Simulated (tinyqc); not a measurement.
Ratio and sensitivities against delay: time-domain thermoreflectance: layered heat flow under a modulated pulse train, and what the signal ratio measures. Computed by tinyqc, a small Python program. Command: `OMP_NUM_THREADS=1 python tinyqc.py 3111401 3111402 out.jsonl tdtr walk`. One thread of a shared host (Intel(R) Xeon(R) Processor @ 2.30GHz), about 0.3 s of CPU time with the checks.

Pulses repeat at 80 MHz; heat is laid down at the surface, all layers are isotropic, and the film is in perfect contact with the substrate.

Inputs (values chosen for the exercise, modelled on aluminium on a SiGe alloy):
```
quantity                                value        unit
metal thickness d                         100          nm
metal conductivity                        180     W/(m K)
metal heat capacity                      2.42  MJ/(m^3 K)
boundary conductance G under the metal     47  MW/(m^2 K)
film thickness                             16          nm
film conductivity                         1.8     W/(m K)
film heat capacity                          3  MJ/(m^3 K)
substrate conductivity kappa             7.94     W/(m K)
substrate heat capacity C                1.64  MJ/(m^3 K)
modulation frequency f                      5         MHz
spot radius w (1/e^2, pump and probe)     3.3  micrometre
```

Stack: metal, film, substrate.

Method:
- For radial wave number k and angular frequency W each layer has u = sqrt(4 pi^2 k^2 + i W C/kappa) and gamma = kappa u. Surface impedance from below: Z = 1/gamma for the substrate; a layer of thickness L maps Z to (Z + tanh(u L)/gamma)/(1 + gamma Z tanh(u L)); a boundary adds 1/G.
- Response per absorbed watt H(W) = 2 pi int_0^(2/w) Z(k, W) exp(-pi^2 k^2 w^2) k dk by 20 Gauss-Legendre points.
- Signal: X + iY = sum_(m = -M..M) H(2 pi (f + m f_r)) exp(i 2 pi m f_r t) exp(-pi (m/M)^2 x 4), f_r = 80 MHz, M = 4000, with H(-W) the complex conjugate of H(W); V_in = X, V_out = Y, ratio = -V_in/V_out.
- Sensitivity S = ln(ratio'/ratio)/ln(1.01) for a rise of one input by 1 %.

Ratio and sensitivities:
```
t (ps)   ratio  S to kappa    S to G    S to d   S to C    S to w  S to film conductivity
100     2.4440     0.28548   0.04116  -0.59330  0.26430  -0.56509                0.023973
200     2.3897     0.28398   0.03021  -0.59271  0.26270  -0.55798                0.022134
400     2.2965     0.28116   0.01302  -0.56350  0.25970  -0.54471                0.017854
800     2.1354     0.27548  -0.01294  -0.51288  0.25364  -0.52089                0.009058
1500    1.9046     0.26542  -0.04553  -0.44070  0.24285  -0.48601               -0.004167
2500    1.6467     0.25194  -0.07762  -0.36070  0.22815  -0.44732               -0.018547
4000    1.3567     0.23484  -0.10939  -0.27203  0.20886  -0.40650               -0.033800
```

What does the comparison show, and why?

The largest sensitivity in size at 100 ps is to d (-0.59). kappa and C enter almost alike, through the effusivity. At 400 ps an error of 3 % in d passes on as 6 % in kappa.

Extremes, crossings and ranges named in words are read from the listed rows.
